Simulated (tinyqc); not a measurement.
From results back to parameters: thin-body film or fin with hard walls, valleys of the Si type. Two cases, with inputs chosen for the exercise.

Problem. In a hard-walled film E_1 = c (pi/t)^2/m_z, c = hbar^2/2m0. The splitting between the lowest levels of two valley groups, on the (110) face, was computed from a hidden thickness.

Constants: hbar^2/2m0 = 3.80998211 eV angstrom^2.

Find: t; lower level.

Method. t = pi sqrt(c (1/m_zb - 1/m_za)/splitting).

Case 1.

Values chosen (out of a larger set: near those of Si; not measured data): m_za = 0.3127 m0 (heavier confinement mass); m_zb = 0.188 m0 (lighter one).

splitting = 7.099 meV

Solution.

t = 106.0 angstrom
lower level = 0.0107 eV

Case 2.

Values chosen (out of a larger set: near those of Si; not measured data): m_za = 0.3179 m0 (heavier confinement mass); m_zb = 0.192 m0 (lighter one).

splitting = 7.171 meV

Solution.

t = 104.0 angstrom
lower level = 0.0109 eV

Computed by tinyqc, one run a case: `OMP_NUM_THREADS=1 python tinyqc.py N N+1 out.jsonl` with N = 1250987, 1251083; one thread of a shared Intel(R) Xeon(R) Processor @ 2.30GHz, about 0.01 s a run at most.
